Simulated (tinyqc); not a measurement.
Ground and coupling capacitance from two measurements.

Problem. A line has Cg to the planes and Cc to each of two neighbours. Find Cg, Cc, the load when both neighbours switch in antiphase, and the pulse on the line when it floats and both neighbours swing by Vx.

Inputs (values chosen for the exercise):
```
symbol  value  unit  meaning
Vx        0.7     V    swing
```

capacitance with neighbours driven alike and with neighbours grounded (aF/um): 57  141

Solution. Driven alike, Cc carries no charge, which leaves Cg; grounded neighbours give Cg + 2 Cc, antiphase Cg + 4 Cc; a floating line divides the swing as 2 Cc/(Cg + 2 Cc).

Cg = 57.0 aF/um
Cc = 42.0 aF/um
load in antiphase = 225 aF/um
pulse = 0.417 V

Numbers from tinyqc (`OMP_NUM_THREADS=1 python tinyqc.py 2790109 2790110 out.jsonl`; about 1 s on one thread of a shared Intel Xeon 2.30GHz).
